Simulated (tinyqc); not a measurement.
Lattice vibrations of a chain, step by step. Computed by tinyqc, a small Python program that keeps every step. Command: `OMP_NUM_THREADS=1 python tinyqc.py 31829 31830 out.jsonl` (the two numbers bound the seeds that draw the settings). One thread of a shared host (Intel(R) Xeon(R) Processor @ 2.60GHz), about 0.01 s of CPU time with the checks.

## Dynamical matrix at q = 0.48

A chain moving along its axis:
```
atom    mass (u)  spring to the next atom (eV/angstrom^2)
1      47.400000                                 7.200000
2     116.900000                                24.100000
```

q is in units of 2 pi/a. A spring k from atom i to atom j, n cells on, adds k to Phi_ii and Phi_jj, -k exp(2 pi i q n) to Phi_ij and the conjugate to Phi_ji (for one atom a cell: 2k (1 - cos 2 pi q n)); D_ij = Phi_ij / sqrt(m_i m_j).

D(q) (eV/(angstrom^2 u)):
```
                    1                   2
1            0.660338  0.224481+0.040578i
2  0.224481-0.040578i            0.267750
```

## Frequencies

omega^2 are the eigenvalues; wavenumber = 521.4708 sqrt(eigenvalue) 1/cm.

eigenvalues: 0.163096  0.764991

wavenumbers (1/cm): 210.6  456.1

weights |e|^2 of the mass-weighted modes:
```
          mode 1    mode 2
atom 1  0.173874  0.826126
atom 2  0.826126  0.173874
```

## Dispersion and heat capacity

C/k_B per atom = mean over q = (j + 1/2)/80, j = 0..39 and all branches of y^2 e^y/(e^y - 1)^2, y = hc wavenumber / k_B T.

Wavenumbers (1/cm):
```
q           branch 1    branch 2
0.000000    0.000000  502.370981
0.062500   37.479307  500.970961
0.125000   74.124746  496.872342
0.187500  109.033611  490.396038
0.250000  141.151657  482.133604
0.312500  169.170901  473.030453
0.375000  191.439181  464.464899
0.437500  206.015981  458.185572
0.500000  211.126845  455.853110
```

Heat capacity:
```
T (K)  C/k_B per atom
20           0.076988
50           0.206898
100          0.389367
200          0.659062
300          0.807503
600          0.943093
1200         0.985114
```

zero-point energy per atom = 18.916669 meV
